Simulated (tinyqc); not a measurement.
Carrier lifetime from Shockley-Read-Hall, radiative, Auger and surface recombination: one step, computed by the program tinyqc. Command: `OMP_NUM_THREADS=1 python tinyqc.py 3029128 3029129 out.jsonl lifetime walk`. One thread of a shared host (Intel(R) Xeon(R) Processor @ 2.30GHz), about 0.02 s of CPU time with the checks.

Energies are counted from the top of the valence band. Boltzmann statistics, full ionisation, and equal excess densities of electrons and holes.

Task: Steady state under generation. With n = n_0 + dn, p = p_0 + dn and U/dn = 1/tau: (n p - n_i^2)/dn = n_0 + p_0 + dn = s; 1/tau_SRH = s/[tau_p0 (n + n1) + tau_n0 (p + p1)]; 1/tau_rad = B s; 1/tau_Aug = (C_n n + C_p p) s; the rates add, with 1/tau_s. dn solves dn/tau_eff(dn) = G (60 bisections in ln dn between 1e-2 and 1e22 cm^-3); the splitting of the quasi-Fermi levels is k_B T ln(n p/n_i^2).

Inputs (values chosen for the exercise, with bands modelled on CdTe):
```
quantity                   value        unit
temperature T                400           K
radiative coefficient B  7.5e-11      cm^3/s
Auger coefficient C_n    1.6e-31      cm^6/s
Auger coefficient C_p    5.5e-32      cm^6/s
generation rate G        3.5e+18  cm^-3 s^-1
```

Doping: p-type. Surface term: two equal surfaces.

n_0 = 185.3976 cm^-3

p_0 = 4.60e+15 cm^-3

tau_p0 = 1.725301e-07 s

n1 = 8.172316e+15 cm^-3

tau_n0 = 1.333332e-06 s

p1 = 104.3558 cm^-3

tau_s = 1.509539e-06 s

n_i = 9.234873e+08 cm^-3

Constants: k_B = 8.617333262e-05 eV/K.

Give: steady excess density; lifetime in the steady state; quasi-Fermi splitting under G.

Result:

steady excess density = 2.1639e+12 cm^-3

lifetime in the steady state = 6.1826e-07 s

quasi-Fermi splitting under G = 0.79903 eV
